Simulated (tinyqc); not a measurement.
# Capacitance measurement on a leaky thin oxide: effects of series resistance and leakage, step by step

Computed by the program tinyqc: `OMP_NUM_THREADS=1 python tinyqc.py 2022128 2022129 out.jsonl`, one thread of a shared Intel Xeon 2.30GHz, about 0.01 s for the whole run. Printed values are rounded.

The device is a capacitance C in parallel with a leakage conductance G, in series with Rs and Ls. An impedance meter reports either a parallel pair (Cp, Gp) from Y = 1/Z = Gp + i w Cp or a series pair (Cs, Rm) from Z = Rm + 1/(i w Cs); w = 2 pi f, dissipation D = Gp/(w |Cp|).

Values chosen for this exercise; values of the order met in thin-oxide MOS capacitors:
```
symbol  value    unit                                                                 meaning
eox      24.9          relative permittivity of the gate insulator (close to zirconium oxide)
tox       3.3      nm                                                     insulator thickness
A        2500    um^2                                                               gate area
zc       0.55      nm              oxide-equivalent thickness added by the accumulation layer
zp          0      nm                      oxide-equivalent thickness added by gate depletion
Jg      0.017  A/cm^2              gate leakage current density, not matched to the thickness
Vs        0.4       V                               voltage for an e-fold rise of the leakage
Rs         31     ohm                                                       series resistance
Ls        260      nH                                                       series inductance
f       10000      Hz                                                     measuring frequency
```

Constants: eps0 = 8.8541878128e-14 F/cm where lengths are in cm. Results are converted to the units shown.

## True capacitance and conductance

EOT = 3.9 tox/eox; CET = EOT + zc + zp; C = 3.9 eps0 A/CET; G = Jg A/Vs.

EOT = 0.5168675 nm
CET = 1.066867 nm
C = 80.91758 pF
G = 1.062500 uS

## What the meter reports

Z = Rs + i w Ls + 1/(G + i w C).

Z = (0.394149-1.884572i) x 1e5 ohm
Cp = 80.91225 pF
Gp = 1.063266 uS
Cs = 84.45149 pF
D = 0.2091452

Cp is within 0.01 % of C and Cs is 4.4 % above it; G Rs = 3.29e-5, w C Rs = 1.58e-4 and G/(w C) = 0.209.
